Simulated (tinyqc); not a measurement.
Van der Pauw, Hall and four-point-probe measurements on a doped layer: one step of the calculation.

A uniform n-type layer with sheet resistance Rs = 1/(q ns mu), point contacts, low field (mu B small).

Task. Resistances and Hall voltage. Rs = 1/(q ns mu). For a rectangle with contacts at the corners, RA = (8 Rs/pi) sum_(k>=0) ln coth((2k + 1) pi a/(2 b)) with current along a short side b and voltage along the opposite one, RB the same with a and b exchanged; Hall voltage VH = rH B I/(q ns), negative for electrons.

Values chosen for this exercise: sheet density of the layer ns = 1.1e15 cm^-2; drift mobility mu = 69 cm^2/(V s); Hall factor rH = 1; magnetic field B = 0.5 T; current I = 10 uA; side ratio a/b of a rectangular sample with corner contacts ar = 1.1.

Constants: q = 1.602176634e-19 C. Results are converted to the units shown.

Give: Rs; RA; RB; VH.

Result.

Rs = 82.23 ohm/square
RA = 13.24 ohm
RB = 24.19 ohm
VH = -0.002837 mV

RB/RA = 1.83; for a square both equal Rs ln 2/pi = 18.1 ohm.

Program tinyqc, `OMP_NUM_THREADS=1 python tinyqc.py 2850125 2850126 out.jsonl`; Intel Xeon 2.30GHz, shared host, one thread, about 0.01 s.
